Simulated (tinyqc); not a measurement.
Levels of description: finite square well with mass mismatch (envelope functions).

A square well of width L and depth V0, mass mw inside and mb outside, energies from the bottom of the well, c = hbar^2/2m0. k = sqrt(mw E/c), kappa = sqrt(mb (V0 - E)/c). psi and psi'/m are continuous at the walls (BenDaniel-Duke), so level n solves k L + 2 atan[(k/mw)/(kappa/mb)] = n pi.

Non-parabolic bands: mw is replaced by mw (1 + alpha_w E) and mb by mb (1 - alpha_b (V0 - E)), in k, kappa and the matching condition alike.

Constants: hbar^2/2m0 = 3.80998211 eV angstrom^2.

Inputs chosen for the exercise (near those of a GaAs well in AlGaAs; shifted at random, so the results belong to these values and not to a real crystal): L = 192 angstrom (well width); V0 = 0.235 eV (barrier height); mw = 0.0655 m0 (mass in the well); mb = 0.0911 m0 (mass in the barrier); alpha_w = 0.64 1/eV (non-parabolicity in the well); alpha_b = 0.24 1/eV (non-parabolicity in the barrier).

The same well five ways. mb = mw: the barrier takes the mass of the well. psi' continuous: kappa holds mb but the condition drops the masses, k L + 2 atan(k/kappa) = n pi. The last column is measured against BenDaniel-Duke.

Levels (eV):
```
model                E1      E2      E3  E1 - E1(BDD) (meV)
infinite walls   0.0156  0.0623  0.1402                 4.6
mb = mw          0.0115  0.0455  0.1009                 0.5
BenDaniel-Duke   0.0109  0.0436  0.0975                 0.0
psi' continuous  0.0120  0.0473  0.1043                 1.0
non-parabolic    0.0110  0.0431  0.0938                 0.0
```

How do the results move, and what explains it?

Hard walls put E1 4.6 meV too high. Ignoring the mass step moves it by +0.5 meV and the wrong matching by +1.0 meV: with mb/mw = 1.39, continuity of psi'/m lets the slope outside be 1.39 times the slope inside, which acts like a softer wall. Non-parabolicity shifts E1 by 0.0 meV, the balance of a heavier mass in the well, which lowers it, and a lighter mass deep in the barrier, which hardens the wall. Among the finite wells the largest departure in E1 is that of the model 'psi' continuous'.

Program tinyqc; command `OMP_NUM_THREADS=1 python tinyqc.py 1282119 1282120 out.jsonl`; about 0.01 s on one thread of a shared Intel(R) Xeon(R) Processor @ 2.30GHz.
